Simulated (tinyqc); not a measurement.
Worked calculation: effective mass of the split-off band from tabulated energies. Values are carried at full precision from step to step, so a last printed digit may differ when a step is redone from the rounded ones.

c = hbar^2/2m0. A uniform scatter of up to 0.1 meV has been added to mimic numerical noise.
Constants: hbar^2/2m0 = 3.80998211 eV angstrom^2.

## Finite differences

Energies along [110], from the band edge downward:
```
k (1/angstrom)  E (meV)
0.00000          0.0000
0.00710          1.1500
0.01420          4.6948
0.02130         10.7087
0.02840         19.3748
0.03550         31.1427
0.04260         46.5359
0.04970         65.7403
0.05680         89.2595
```

reference mass (curvature of the model at k = 0.0001 1/angstrom) = 0.16711 m0

The band is even in k. m = c k^2/E(k) from the points 1, 2, 4 (k = 0 is point 0); Richardson from points 1 and 2: c/m = [16 E(k1) - E(k2)]/(12 k1^2).

m from points 1, 2, 4 (m0): [0.16701, 0.16364, 0.15861]

m by Richardson = 0.16816 m0

Errors against the reference: -0.06, -2.08 and -5.09 % and +0.63 %. The extrapolation does not help: a scatter of 0.1 meV is 9 % of the first energy, and the formula weights that point by 4/3.

## Least squares over all points

Fit E = a k^2 (a = sum k^2 E/sum k^4), then E = a k^2 + b k^4 from the normal equations; E in eV; m = c/a.

sums of k^4, k^6, k^8: [2.2291e-05, 5.7256e-08, 1.5940e-10]

sums of k^2 E, k^4 E: [0.00059555, 1.5479e-06]

a, one term = 26.717 eV angstrom^2

a and b, two terms: [22.93, 1475]

m, one and two terms (m0): [0.14261, 0.16617]

The parabola over all points errs by -14.7 % because the weights k^4 favour the outer points; the second term brings the error to -0.6 %.

## The non-parabolic form

E (1 + alpha E) = c k^2/m means that y = c k^2/E is a straight line in E with intercept m and slope m alpha. Fit the line by unweighted least squares over points 1 to 8, E in eV.

y (m0): [0.16701, 0.16364, 0.16142, 0.15861, 0.15418, 0.14858, 0.14315, 0.13771]

m = 0.16526 m0
alpha = -1.978 1/eV

The intercept errs by -1.10 %. The scatter of the first points, divided by small energies, tilts an unweighted line. For this band the scale of alpha is set by Dso = 0.337 eV as well as by the gap.

## Checks

- Two-term fit by normal equations against a least-squares routine: both 22.9277.

(tinyqc, `OMP_NUM_THREADS=1 python tinyqc.py 1880190 1880191 out.jsonl`, Intel(R) Xeon(R) Processor @ 2.30GHz, 1 thread, shared host, about 0.01 s.)
